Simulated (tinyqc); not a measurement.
A longer run and its error bar: q-state Potts model on a small periodic square lattice: enumeration, Metropolis, heat-bath and Wolff steps. Computed by tinyqc, a small Python program. Command: `OMP_NUM_THREADS=1 python tinyqc.py 3112074 3112075 out.jsonl potts walk`. One thread of a shared host (Intel(R) Xeon(R) Processor @ 2.30GHz), about 0.03 s of CPU time with the checks.

E = -J x (number of nearest-neighbour bonds with equal states); n x n sites with periodic edges have 2 n^2 bonds. Order parameter m = (q f - 1)/(q - 1), f being the largest share of one state. Sites are numbered row by row from 0. Here q = 3 and n = 3.

Inputs (values chosen for the exercise, for a model of domains or grain orientations):
```
quantity             value  unit
number of states q       3     -
edge n                   3     -
coupling J              53   meV
temperature T          785     K
seed                278030     -
```

Update: Wolff cluster.

Constants: k_B = 8.617333262e-05 eV/K.

Method:
- K = J/(k_B T); the infinite square lattice orders at K_c = ln(1 + sqrt(q)); Wolff bond probability p = 1 - exp(-K).
- All q^(n^2) states are counted by their number b of equal bonds; weights g(b) exp(K b), K = J/(k_B T). Per site: u = -J <b>/n^2, c/k_B = K^2 (<b^2> - <b>^2)/n^2.
- ln Z = ln sum g(b) exp(K b); entropy per site s/k_B = (ln Z - K <b>)/n^2.
- After 400 updates are discarded, b is recorded for 4000 cluster flips of the update named (random numbers not printed, so these rows are one sample). Records are averaged in blocks; the error is the scatter of block means over sqrt(number of blocks), and the last column its square over that for single records.

start states:
```
   1  2  3
1  2  2  2
2  2  0  1
3  0  2  0
```

K = 0.783490

p = 0.543191

<b> = 12.6353

Blocking:
```
block length  mean b    error  variance ratio
1             12.814  0.06346          1.0000
4             12.814  0.10346          2.6578
16            12.814  0.13357          4.4301
40            12.814  0.13164          4.3026
100           12.814  0.15457          5.9322
```

The run gives 12.814 +/- 0.132 (blocks of 40) against the exact 12.635, a difference of 1.4 error bars. Single records understate the error by a factor of about 2.1, because successive records are correlated.

Extremes, crossings and ranges named in words are read from the listed rows.
